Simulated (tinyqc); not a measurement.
## IGBT as a p-i-n diode in series with a MOS channel, on-state and switching loss: effect of the high-injection lifetime

High injection (n = p) in a drift layer from x = -W/2 (anode) to +W/2 (cathode side), recombination only in the layer with lifetime tau, ideal emitters. The channel feeds the cathode side and carries the whole current. Auger recombination, carrier-carrier scattering, emitter losses and the carrier dip under the p body are left out.

b = mn/mp, B = (b - 1)/(b + 1), La = sqrt(2 Vt mn mp tau/(mn + mp)), y = W/(2 La). n(x) = (tau J/(2 q La))[cosh(x/La)/sinh y - B sinh(x/La)/cosh y]. Vm = Vt [(8 b/(b + 1)^2)(sinh y/s) arctan(s sinh y) + B ln((1 + B tanh^2 y)/(1 - B tanh^2 y))], s = sqrt(1 - B^2 tanh^2 y); Vj = Vt ln(n(-W/2) n(W/2)/ni^2), ni = sqrt(Nc Nv) exp(-Eg/(2 Vt)), Eg in volts; Vc = J Rch; Von = Vm + Vj + Vc. Stored charge tau J, turn-off energy Eoff = ks tau J Vdc, loss at half duty 0.5 J Von + f Eoff. A unipolar device on the same layer has Vu = J (W/(q mn Nd) + Rch).

Inputs (values chosen for the exercise); material values close to those of silicon:
- T = 300 K (temperature)
- Eg = 1.13 eV (band gap)
- Nc = 2.82e19 cm^-3 (conduction-band density of states at T)
- Nv = 2.67e19 cm^-3 (valence-band density of states at T)
- mn = 1400 cm^2/(V s) (electron mobility)
- mp = 480 cm^2/(V s) (hole mobility)
- W = 350 um (width of the drift layer)
- Nd = 1.8e13 cm^-3 (doping of the drift layer)
- J = 100 A/cm^2 (current density)
- Rch = 3.8 mohm cm^2 (channel and accumulation resistance)
- Vdc = 1800 V (link voltage)
- ks = 0.04 (turn-off energy per stored charge and link voltage)
- f = 1 kHz (switching frequency)

Constants: q = 1.602176634e-19 C, kB = 1.380649e-23 J/K, Vt = kB T/q. Results are converted to the units shown.

The same in every row: Vu (V) = 867.3.

Results:

| tau (us) | y | Von (V) | Eoff (mJ/cm^2) | total loss (W/cm^2) |
|---|---|---|---|---|
| 2.8 | 2.433 | 1.585 | 20.16 | 99.40 |
| 7.4 | 1.496 | 1.367 | 53.28 | 121.6 |
| 12 | 1.175 | 1.342 | 86.40 | 153.5 |
| 20 | 0.9102 | 1.336 | 144.0 | 210.8 |
| 32 | 0.7196 | 1.342 | 230.4 | 297.5 |
| 53 | 0.5592 | 1.356 | 381.6 | 449.4 |
| 86 | 0.4390 | 1.374 | 619.2 | 687.9 |
| 140 | 0.3440 | 1.394 | 1008 | 1078 |

Estimate the missing row, tau = 4.6 us.

Computed row:

| tau (us) | y | Von (V) | Eoff (mJ/cm^2) | total loss (W/cm^2) |
|---|---|---|---|---|
| 4.6 | 1.898 | 1.431 | 33.12 | 104.7 |

With this row back in the table: As tau goes from 2.8 to 140 us, Von goes from 1.58 through a minimum of 1.34 (at tau = 20 us among the rows listed) to 1.39 V, Eoff rises from 20.2 to 1010 mJ/cm^2 and the total loss rises from 99.4 to 1080 W/cm^2. Von is below Vu in 9 of the 9 rows. For tau = 4.6 to 140 us the density at the anode passes 2e17 cm^-3, where Auger recombination and emitter losses matter.

Computed by the program tinyqc: `OMP_NUM_THREADS=1 python tinyqc.py 2590041 2590042 out.jsonl`, one thread of a shared Intel Xeon 2.30GHz, about 0.01 s for the whole run.
